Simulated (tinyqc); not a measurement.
Metal-induced gap states at the contact of a metal chain and a two-band chain, step by step. Values are carried at full precision from step to step, so a last printed digit may differ when a step is redone from the rounded ones.

The semiconductor alternates sites A at -Eg/2 and C at +Eg/2 with hopping -t; the gap runs from -Eg/2 to Eg/2. In the gap cosh(q a) = 1 + (Eg^2/4 - E^2)/(2 t^2) and the amplitude changes by -exp(-q a) a period. The metal has site energy 0 and hopping -tm; its end site has g_m = (E - i sqrt(4 tm^2 - E^2))/(2 tm^2). Sites 1, 2, ... count into the semiconductor, with energies e1, e2 alternating. The clean half chain has g1 = 1/(E - e1 - t^2 g2), g2 = 1/(E - e2 - t^2 g1), decaying root. With the contact G11 = 1/(1/g1 - tc^2 g_m), and the density on site j is -Im G_jj/pi = |psi_j/psi_1|^2 (-Im G11/pi), per spin, with psi_2/psi_1 = -t g2, psi_3/psi_2 = -t g1.

Constants: e^2/(4 pi eps0) = 14.39964547 eV angstrom.

Inputs chosen for the exercise (gap and optical dielectric constant near those of GaAs; the chain itself is a model; not measured data): Eg = 1.38 eV (gap); t = 3.07 eV (hopping in the semiconductor); a = 4 angstrom (period (two sites); one chain for each area a^2); E = -0.37 eV (energy from mid-gap); tm = 2.84 eV (hopping in the metal); tc = 0.86 eV (hopping across the contact); end = C (site that touches the metal); eps = 10.9 (dielectric constant).

## Decay in the gap

Form cosh(q a), l = exp(-q a), q and the decay length 1/(2q) of the density.

cosh(q a) = 1.01799
l = 0.82743
q = 0.04736 1/angstrom
xi, the decay length of the density = 10.558 angstrom

## Green functions

The decaying root is g1 = (1 - l)/(E - e1), g2 = (1 - l)/(E - e2), l = exp(-q a). Form them, g_m and G11.

g1, g2 (1/eV): -0.16280  0.53927

g_m = -0.02294-0.35136i 1/eV
G11 = -0.16296-0.00691i 1/eV

## Density site by site

D1 = -Im G11/pi, D2 = (t g2)^2 D1, and each further period multiplies by l^2. The sum over all sites is (D1 + D2)/(1 - l^2). The Green functions stand in the order g1, g2.

density on sites 1 to 8 (1/eV): 0.00220  0.00603  0.00151  0.00413  0.00103  0.00283  0.00071  0.00194

Ds, the density per spin summed over the semiconductor = 0.02610 1/eV

The first period holds 32 % of the gap states at this energy.

## Pinning factor

Gap states per area N = 2 Ds/a^2 (two spins). Charge in them sits a distance xi from the metal, so S = 1/(1 + 4 pi e^2 N xi/eps), e^2 meaning e^2/(4 pi eps0); S is the change of the barrier per change of the metal work function.

N = 3.263e+13 1/(eV cm^2)
4 pi e^2 N xi/eps = 0.5719
S = 0.6362

Weak pinning, nearer the Schottky limit S = 1.

## Checks

- g1 from the closed form against decimation: both -0.162798.

Program tinyqc; command `OMP_NUM_THREADS=1 python tinyqc.py 1452334 1452335 out.jsonl`; about 0.01 s on one thread of a shared Intel(R) Xeon(R) Processor @ 2.30GHz.
